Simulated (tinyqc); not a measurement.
Thermal, flicker and telegraph noise of a field-effect transistor: one step, computed by the program tinyqc. Command: `OMP_NUM_THREADS=1 python tinyqc.py 3004453 3004454 out.jsonl noise walk`. One thread of a shared host (Intel(R) Xeon(R) Processor @ 2.30GHz), about 0.01 s of CPU time with the checks.

Strong inversion, threshold roll-off and channel-length modulation left out; noise sources are uncorrelated and are given as one-sided spectral densities.

Question. Flicker noise. C_ox = 3.9 eps_0/t; V_c = 2 v_s L/mu; I = W C_ox v_s V_ov^2/(V_ov + V_c); g_m = W C_ox v_s V_ov (V_ov + 2 V_c)/(V_ov + V_c)^2; g_d0 = mu C_ox (W/L) V_ov. Tunnelling length lambda = hbar/(2 sqrt(2 m_ox phi)); flat-band noise S_Vfb = e^2 k_B T lambda N_t/(W L C_ox^2 f). S_I = g_m^2 S_Vfb.

Inputs (values chosen for the exercise, modelled on a high-k silicon transistor):

| quantity | value | unit |
|---|---|---|
| width W | 500 | micrometre |
| length L | 2600 | nm |
| electrical oxide thickness t | 2.1 | nm |
| mobility mu | 300 | cm^2/(V s) |
| saturation velocity v_s | 0.82 | 1e7 cm/s |
| overdrive V_ov | 0.37 | V |
| oxide trap density N_t | 1.4e+16 | 1/(eV cm^3) |
| oxide barrier phi | 2.5 | eV |
| oxide mass m_ox | 0.25 | m_0 |
| frequency f | 3000 | Hz |
| temperature T | 300 | K |

Operating region: saturation. Flicker model: number fluctuation.

drain current I = 6328.846 microampere

Constants: eps_0 = 8.8541878128e-12 F/m; hbar = 1.054571817e-34 J s; m_0 = 9.1093837015e-31 kg; e = 1.602176634e-19 C; k_B = 8.617333262e-05 eV/K.

Give: tunnelling length lambda; S_Vfb; flicker S_I; flicker S_I/I^2.

Answer.

tunnelling length lambda = 1.235 angstrom

S_Vfb = 1.088e-18 V^2/Hz

flicker S_I = 1.241e-21 A^2/Hz

flicker S_I/I^2 = 3.098e-17 1/Hz
